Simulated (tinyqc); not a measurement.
Length offset and series resistance from crossing lines.

Problem. R_total = Rs + k (L - dL)/Vo with constant Rs, dL and k. Find k, dL and Rs.

R_total at (L, Vo) = (45, 0.39), (135, 0.39), (45, 0.71) and (135, 0.71), L in nm and Vo in V (ohm um): 730.58974  1953.6667  509.47887  1181.3099

Solution. At each overdrive R is a straight line in L with slope k/Vo; the two lines cross at L = dL, R = Rs.

k = 5.300 ohm um V/nm
dL = 8.900 nm
Rs = 240.0 ohm um

Numbers from tinyqc (`OMP_NUM_THREADS=1 python tinyqc.py 2282110 2282111 out.jsonl`; about 0.04 s on one thread of a shared Intel Xeon 2.30GHz).
